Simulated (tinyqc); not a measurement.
# Long-channel MOSFET, surface-potential model: what changes with what

n-channel transistor on a uniformly doped p-type body, gradual-channel approximation, constant mobility, Boltzmann statistics, full ionisation. Potentials are counted from the neutral body; V is the electron quasi-Fermi potential, Vsb at the source and Vsb + Vds at the drain. Charges are magnitudes per area.

Values chosen for this exercise; material values close to those of 4H silicon carbide:
- T = 300 K (temperature)
- Eg = 3.2 eV (band gap)
- eps_r = 9.57 (relative permittivity of the semiconductor)
- Nc = 1.71e19 cm^-3 (conduction-band density of states at T)
- Nv = 2.45e19 cm^-3 (valence-band density of states at T)
- Na = 9.3e15 cm^-3 (acceptor density of the body)
- eox = 3.72 (relative permittivity of the gate insulator)
- tox = 2.6 nm (insulator thickness)
- Vfb = -2.51 V (flat-band voltage)
- mu = 310 cm^2/(V s) (channel mobility)
- W = 10 um (gate width)
- L = 1 um (gate length)
- Vsb = 2 V (source-body reverse bias)
- Vgs = 1.83 V (gate-source voltage)
- Vds = 0.8 V (drain-source voltage)

Constants: q = 1.602176634e-19 C, kB = 1.380649e-23 J/K, Vt = kB T/q, eps0 = 8.8541878128e-14 F/cm where lengths are in cm. Results are converted to the units shown.

Each table varies one quantity; the others keep the values above.

## Output curve

ni = sqrt(Nc Nv) exp(-Eg/(2 Vt)), Eg in volts; phiF = Vt ln(Na/ni); Cox = eps0 eox/tox; gamma = sqrt(2 q eps0 eps_r Na)/Cox. The surface potential psi at channel potential V solves Vgs + Vsb - Vfb - psi = gamma sqrt(G), G = psi - Vt + Vt exp((psi - 2 phiF - V)/Vt). Charge sheet: Qi = Cox gamma [sqrt(G) - sqrt(psi - Vt)]; I = mu (W/L) [integral of Qi dpsi from psi_0 to psi_L (drift) + Vt (Qi0 - QiL) (diffusion)], with psi_0 at V = Vsb and psi_L at V = Vsb + Vds. Pao-Sah: Qi(V) = (Cox gamma/2) integral from 3 Vt to psi of exp((u - 2 phiF - V)/Vt)/sqrt(G(u, V)) du, and I = mu (W/L) integral of Qi dV from Vsb to Vsb + Vds. Square law: VT = Vfb + 2 phiF + gamma sqrt(2 phiF + Vsb), m = 1 + gamma/(2 sqrt(2 phiF + Vsb)), I = mu Cox (W/L) [(Vgs - VT) v - m v^2/2] with v the smaller of Vds and (Vgs - VT)/m, and zero below VT.

In this table Vgs = 1.83 V.

Output curve:
```
Vds (V)  psi_L (V)  QiL (nC/cm^2)  I, charge sheet (uA)  I, Pao-Sah (uA)  I, square law (uA)
0.24         5.305           1196                 978.8            999.4                1253
0.5          5.551          881.7                  1796             1837                2354
0.75         5.782          585.8                  2346             2406                3159
1.01         6.013          291.0                  2683             2758                3734
1.27         6.208          42.55                  2804             2886                4041
1.53         6.241       0.007726                  2809             2892                4097
1.78         6.241       4.878e-7                  2809             2892                4097
2.04         6.241      2.091e-11                  2809             2892                4097
2.3          6.241      8.967e-16                  2809             2892                4097
```

The Pao-Sah current rises from 999 to 2890 uA, while the charge at the drain end falls from 1200 to 8.97e-16 nC/cm^2. The current first comes within 1 % of its last value at Vds = 1.27 V among the rows listed; the square law saturates at (Vgs - VT)/m = 1.44 V. Over the last two rows psi_L moves by less than 1 mV: the drain has lost hold of the surface potential, so the current no longer grows. In the last row the charge sheet is 2.9 % below Pao-Sah and the square law 42 % above it. In every row the surface electron density at the source passes 0.3 Nc, where degeneracy and quantisation, left out here, matter. For Vds = 1.01 to 2.3 V mu V/L, with V the smaller of Vds and (Vgs - VT)/m, passes 3e6 cm/s, so velocity saturation would lower the current.

## Transfer curve from weak to strong inversion

Same model as above.

gm = dI/dVgs of the charge-sheet current.

Transfer curve from weak to strong inversion:
```
Vgs (V)  I, charge sheet (uA)  I, Pao-Sah (uA)  drift share (%)  gm/I (1/V)  I, square law (uA)
0.18                 1.196e-5         1.199e-5         2.257e-4       38.22                   0
0.3                  0.001174         0.001177          0.02214       38.21                   0
0.43                   0.1626           0.1637            2.894       36.83               5.066
0.55                    6.014            6.342            40.37       21.32               56.92
0.68                    42.23            45.29            70.31       10.62               176.3
0.8                     117.5            125.4            80.90       6.916               344.9
0.93                    250.6            265.5            86.48       4.949               590.8
1.05                    424.1            446.5            89.43       3.897               876.2
1.18                    668.6            700.0            91.49       3.157                1249
```

Read the table: what changes, and by how much?

The charge-sheet current rises from 1.20e-5 to 669 uA. In the first row gm/I is 38.2 1/V, a swing of 60.2 mV a decade, against Vt ln 10 = 59.5 mV a decade for an ideal gate; in the last it is 3.16 1/V. Drift passes half of the current at Vgs = 0.68 V among the rows listed (VT = 0.379 V). The charge sheet departs most from Pao-Sah at Vgs = 0.68 V, where it is 6.8 % below it. In the last row the square law is 78 % above Pao-Sah. For Vgs = 0.68 to 1.18 V the surface electron density at the source passes 0.3 Nc, where degeneracy and quantisation, left out here, matter.

## Effect of the acceptor density of the body

VT = Vfb + 2 phiF + gamma sqrt(2 phiF + Vsb), m = 1 + gamma/(2 sqrt(2 phiF + Vsb)). The swing is 20 mV/log10[I(VT - 0.14 V)/I(VT - 0.16 V)] of the charge-sheet current at the given Vds.

Results:
```
Na (cm^-3)  gamma (V^0.5)  VT (V)      m  swing (mV/decade)  I at Vgs, Vds (uA)
9.3e14            0.01254  0.2001  1.003              59.87                2793
1.7e15            0.01696  0.2410  1.004              59.93                2716
3.2e15            0.02327  0.2876  1.005              60.02                2624
5.9e15            0.03159  0.3376  1.007              60.13                2520
2e16              0.05817  0.4596  1.013              60.50                2243
3.7e16            0.07912  0.5381  1.018              60.78                2051
```

Estimate the missing row, Na = 1.1e16 cm^-3.

Computed row:
```
Na (cm^-3)  gamma (V^0.5)  VT (V)      m  swing (mV/decade)  I at Vgs, Vds (uA)
1.1e16            0.04314  0.3954  1.010              60.29                2392
```

With this row back in the table: As Na goes from 9.3e14 to 3.7e16 cm^-3, VT rises from 0.200 to 0.538 V, the swing rises from 59.9 to 60.8 mV a decade and the current falls from 2790 to 2050 uA. The swing is 0.29 % above m Vt ln 10 in the first row and 0.31 % above it in the last. In every row the surface electron density at the source passes 0.3 Nc, where degeneracy and quantisation, left out here, matter.

Computed by the program tinyqc: `OMP_NUM_THREADS=1 python tinyqc.py 2360111 2360112 out.jsonl`, one thread of a shared Intel Xeon 2.30GHz, about 0.08 s for the whole run.
